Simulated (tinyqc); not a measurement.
Illuminated p-n diode, drift-diffusion by the Gummel loop with Scharfetter-Gummel fluxes: one step of the calculation.

Abrupt junction at x = 0, p side from -Lp, n side to Ln, ohmic contacts. psi is counted from the intrinsic level; n = ni exp((psi - phin)/Vt), p = ni exp((phip - psi)/Vt). Contacts: p side psi = V - Vt ln(Na/ni), p = Na, n = ni^2/Na; n side psi = Vt ln(Nd/ni), n = Nd, p = ni^2/Nd. Constant mobilities, D = mu Vt, Boltzmann statistics, SRH recombination through a mid-gap level, U = (n p - ni^2)/(tp (n + ni) + tn (p + ni)). Current is positive from the p contact to the n contact.

Problem. Recombination and current. U_i as defined. J = Jn at the p contact + Jp at the n contact + q sum w_i U_i - q G sum w_i over the inner nodes, which avoids differences of large majority fluxes: Jn = (q mun Vt/h_0)[n_1 B(d_0) - n_0 B(-d_0)], Jp = (q mup Vt/h_last)[p_(N-1) B(d_last) - p_N B(-d_last)], d_i = (psi_(i+1) - psi_i)/Vt, B(d) = d/(exp(d) - 1), w_i = (h_(i-1) + h_i)/2.

Parameters, values chosen for the exercise; band and dielectric values close to those of indium phosphide:
- T = 300 K (temperature)
- mun = 2500 cm^2/(V s) (electron mobility)
- mup = 140 cm^2/(V s) (hole mobility)
- tn = 4e-10 s (SRH lifetime of electrons)
- tp = 4e-7 s (SRH lifetime of holes)
- G = 1e21 cm^-3 s^-1 (uniform generation rate)

Constants: q = 1.602176634e-19 C, kB = 1.380649e-23 J/K, Vt = kB T/q. Results are converted to the units shown.

```
node,x (nm),converged psi (V),converged n (cm^-3),converged p (cm^-3)
0,-1300,-0.11978836,2.0747734e-4,6.5e17
1,-572,-0.11978822,2.9610604e10,6.5000003e17
2,-246,-0.11978818,1.8255624e10,6.5000001e17
3,-101,-0.11978751,8.1630089e9,6.4998368e17
4,-35.6,-0.11962196,2.6024173e9,6.4583485e17
5,-6.5,-0.11112307,4.1755556e8,4.6488588e17
6,6.5,-0.03280310,5.2228008e8,2.2471339e16
7,31.7,0.09177585,1.0709921e9,1.8147723e14
8,80.5,0.29004103,8.6707400e11,9.8171094e10
9,175,0.51460774,5.1283705e15,2.0825005e10
10,358,0.54338003,1.5607430e16,1.7572251e11
11,713,0.54401928,1.5998104e16,4.4732542e11
12,1400,0.54402263,1.6e16,0.0084287670
```

ni = 1.1612936e7 cm^-3

Wanted: U; Jn at the p contact; Jp at the n contact; recombination; generation; J.

Solution.

```
node,U (cm^-3 s^-1)
0,0
1,7.4023e19
2,4.5638e19
3,2.0407e19
4,6.5060e18
5,1.0439e18
6,1.3057e18
7,2.6616e18
8,2.4540e17
9,5.2063e16
10,4.3931e17
11,1.1183e18
12,0
```

Jn at the p contact = 0.0042117 A/cm^2
Jp at the n contact = 0.0037755 A/cm^2
recombination = 8.5049e-4 A/cm^2
generation = 0.031923 A/cm^2
J = -0.023086 A/cm^2

Computed by the program tinyqc: `OMP_NUM_THREADS=1 python tinyqc.py 2240004 2240005 out.jsonl`, one thread of a shared Intel Xeon 2.30GHz, about 0.8 s for the whole run.
